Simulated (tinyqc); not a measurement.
Two channel transmissions from conductance and noise.

Question. A contact has two spin-degenerate channels: G = (2 q^2/h)(T1 + T2), Fano factor F = [T1 (1 - T1) + T2 (1 - T2)]/(T1 + T2), T1 > T2. Find T1 and T2.

G in units of 2 q^2/h = 1.29
Fano factor = 0.18100775

Solution. With g = T1 + T2, T1^2 + T2^2 = g (1 - F), so (T1 - T2)^2 = 2 g (1 - F) - g^2.

T1 = 0.980
T2 = 0.310

tinyqc, about 0.06 s, one thread, Intel Xeon 2.30GHz (shared host): `OMP_NUM_THREADS=1 python tinyqc.py 2740102 2740103 out.jsonl`
